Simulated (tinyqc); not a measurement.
Voltage acceleration of oxide breakdown, four models on the same data: one step of the calculation.

Field E = V/tox in MV/cm. Models: ln(t63/1 s) = a - c X with X = E (E model), -1/E (1/E model), ln V (power law, c the exponent n) or sqrt(E).

Question. Fitting the models. The three stress times were made with the 1/E model, c = 377, and are treated as data. For each model fit ln t63 on X by least squares over the three points.

Parameters, values chosen for the exercise: oxide thickness tox = 7.7 nm.

```
stress	V (V)	t63 (s)
0	5.94	8.382e5
1	6.96	650
2	7.95	3.608
```

Find: c; a; largest misfit in ln t63 (0: below 0.002).

Answer.

```
model	c	a	largest misfit in ln t63 (0: below 0.002)
E	4.737	49.89	0.5946
1/E	377.0	-35.23	0.0000
power	42.48	89.19	0.2953
sqrt E	28.41	92.33	0.4448
```

The worst misfit of any model is 0.59 in ln t63, a factor of 1.81 in time, comparable to the scatter of t63 from small samples, so such data hardly tell the models apart.

Range of the model: All four laws are empirical fits; none is established far below the stress range.

Numbers from tinyqc (`OMP_NUM_THREADS=1 python tinyqc.py 2070091 2070092 out.jsonl`; about 0.01 s on one thread of a shared Intel Xeon 2.30GHz).
